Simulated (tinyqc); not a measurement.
# Fermi-level pinning from two metals

Inverse problem. Cowley-Sze model with the space charge neglected: phiB = S (phiM - chi) + (1 - S)(Eg - phi0), S = 1/(1 + q Dit dl/(eps0 ei)), dl in cm. Find S, phi0 and Dit.

Parameters, values chosen for the exercise; band and dielectric values close to those of silicon:
- Eg = 1.1 eV (band gap)
- chi = 4 eV (electron affinity)
- dl = 0.5 nm (thickness of the interfacial layer)
- ei = 2 (relative permittivity of the interfacial layer)

Constants: q = 1.602176634e-19 C, eps0 = 8.8541878128e-14 F/cm where lengths are in cm. Results are converted to the units shown.

barriers for metals with phiM = 4.29 and 5.24 eV (eV): [0.67491337, 0.84689698]

Answer. S is the slope of phiB against phiM; either barrier then gives phi0, and S gives Dit.

S = 0.1810
phi0 = 0.3400 eV
Dit = 1.000e14 cm^-2 eV^-1

Program tinyqc, `OMP_NUM_THREADS=1 python tinyqc.py 2020163 2020164 out.jsonl`; Intel Xeon 2.30GHz, shared host, one thread, about 0.05 s.
